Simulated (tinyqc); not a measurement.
Empirical pseudopotential in a few plane waves, step by step. One step of it, computed by the program tinyqc.

Task: Levels at G. Diagonalise the Hermitian matrix.

H(k) at G (eV):
```
                     +0+0+0               -1-1-1               -1-1+1               -1+1-1
+0+0+0             0.000000   2.222377+1.096757i  -2.222377+1.096757i  -2.222377+1.096757i
-1-1-1   2.222377-1.096757i            11.297172   0.000000-1.034033i   0.000000-1.034033i
-1-1+1  -2.222377-1.096757i   0.000000+1.034033i            11.297172             0.571439
-1+1-1  -2.222377-1.096757i   0.000000+1.034033i             0.571439            11.297172
-1+1+1  -2.222377+1.096757i            -0.571439   0.000000+1.034033i   0.000000+1.034033i
+1-1-1  -2.222377-1.096757i   0.000000+1.034033i             0.571439             0.571439
+1-1+1  -2.222377+1.096757i            -0.571439   0.000000+1.034033i             0.000000
+1+1-1  -2.222377+1.096757i            -0.571439             0.000000   0.000000+1.034033i
+1+1+1   2.222377+1.096757i             0.000000            -0.571439            -0.571439
-2+0+0   0.000000-1.034033i  -2.222377+1.096757i  -2.222377-1.096757i  -2.222377-1.096757i
+0-2+0   0.000000-1.034033i  -2.222377+1.096757i  -2.222377-1.096757i   0.365586-0.115448i
+0+0-2   0.000000-1.034033i  -2.222377+1.096757i   0.365586-0.115448i  -2.222377-1.096757i
+0+0+2   0.000000+1.034033i  -0.365586-0.115448i   2.222377+1.096757i  -0.365586+0.115448i
+0+2+0   0.000000+1.034033i  -0.365586-0.115448i  -0.365586+0.115448i   2.222377+1.096757i
+2+0+0   0.000000+1.034033i  -0.365586-0.115448i  -0.365586+0.115448i  -0.365586+0.115448i

                     -1+1+1               +1-1-1               +1-1+1               +1+1-1
+0+0+0  -2.222377-1.096757i  -2.222377+1.096757i  -2.222377-1.096757i  -2.222377-1.096757i
-1-1-1            -0.571439   0.000000-1.034033i            -0.571439            -0.571439
-1-1+1   0.000000-1.034033i             0.571439   0.000000-1.034033i             0.000000
-1+1-1   0.000000-1.034033i             0.571439             0.000000   0.000000-1.034033i
-1+1+1            11.297172             0.000000             0.571439             0.571439
+1-1-1             0.000000            11.297172   0.000000-1.034033i   0.000000-1.034033i
+1-1+1             0.571439   0.000000+1.034033i            11.297172             0.571439
+1+1-1             0.571439   0.000000+1.034033i             0.571439            11.297172
+1+1+1   0.000000+1.034033i            -0.571439   0.000000+1.034033i   0.000000+1.034033i
-2+0+0   2.222377-1.096757i   0.365586-0.115448i  -0.365586-0.115448i  -0.365586-0.115448i
+0-2+0  -0.365586-0.115448i  -2.222377-1.096757i   2.222377-1.096757i  -0.365586-0.115448i
+0+0-2  -0.365586-0.115448i  -2.222377-1.096757i  -0.365586-0.115448i   2.222377-1.096757i
+0+0+2  -2.222377+1.096757i  -0.365586+0.115448i  -2.222377+1.096757i   0.365586+0.115448i
+0+2+0  -2.222377+1.096757i  -0.365586+0.115448i   0.365586+0.115448i  -2.222377+1.096757i
+2+0+0   0.365586+0.115448i   2.222377+1.096757i  -2.222377+1.096757i  -2.222377+1.096757i

                     +1+1+1               -2+0+0               +0-2+0               +0+0-2
+0+0+0   2.222377-1.096757i   0.000000+1.034033i   0.000000+1.034033i   0.000000+1.034033i
-1-1-1             0.000000  -2.222377-1.096757i  -2.222377-1.096757i  -2.222377-1.096757i
-1-1+1            -0.571439  -2.222377+1.096757i  -2.222377+1.096757i   0.365586+0.115448i
-1+1-1            -0.571439  -2.222377+1.096757i   0.365586+0.115448i  -2.222377+1.096757i
-1+1+1   0.000000-1.034033i   2.222377+1.096757i  -0.365586+0.115448i  -0.365586+0.115448i
+1-1-1            -0.571439   0.365586+0.115448i  -2.222377+1.096757i  -2.222377+1.096757i
+1-1+1   0.000000-1.034033i  -0.365586+0.115448i   2.222377+1.096757i  -0.365586+0.115448i
+1+1-1   0.000000-1.034033i  -0.365586+0.115448i  -0.365586+0.115448i   2.222377+1.096757i
+1+1+1            11.297172  -0.365586-0.115448i  -0.365586-0.115448i  -0.365586-0.115448i
-2+0+0  -0.365586+0.115448i            15.062897             0.571439             0.571439
+0-2+0  -0.365586+0.115448i             0.571439            15.062897             0.571439
+0+0-2  -0.365586+0.115448i             0.571439             0.571439            15.062897
+0+0+2  -2.222377-1.096757i            -0.571439            -0.571439             0.000000
+0+2+0  -2.222377-1.096757i            -0.571439             0.000000            -0.571439
+2+0+0  -2.222377-1.096757i             0.000000            -0.571439            -0.571439

                     +0+0+2               +0+2+0               +2+0+0
+0+0+0   0.000000-1.034033i   0.000000-1.034033i   0.000000-1.034033i
-1-1-1  -0.365586+0.115448i  -0.365586+0.115448i  -0.365586+0.115448i
-1-1+1   2.222377-1.096757i  -0.365586-0.115448i  -0.365586-0.115448i
-1+1-1  -0.365586-0.115448i   2.222377-1.096757i  -0.365586-0.115448i
-1+1+1  -2.222377-1.096757i  -2.222377-1.096757i   0.365586-0.115448i
+1-1-1  -0.365586-0.115448i  -0.365586-0.115448i   2.222377-1.096757i
+1-1+1  -2.222377-1.096757i   0.365586-0.115448i  -2.222377-1.096757i
+1+1-1   0.365586-0.115448i  -2.222377-1.096757i  -2.222377-1.096757i
+1+1+1  -2.222377+1.096757i  -2.222377+1.096757i  -2.222377+1.096757i
-2+0+0            -0.571439            -0.571439             0.000000
+0-2+0            -0.571439             0.000000            -0.571439
+0+0-2             0.000000            -0.571439            -0.571439
+0+0+2            15.062897             0.571439             0.571439
+0+2+0             0.571439            15.062897             0.571439
+2+0+0             0.571439             0.571439            15.062897
```

Give: eigenvalues.

Result:

eigenvalues (eV): [-4.9759, 6.3884, 6.3884, 6.3884, 9.4061, 11.4715, 11.4715, 11.4715, 13.9200, 13.9200, 16.6005, 18.6545, 18.6545, 18.6545, 22.3410]
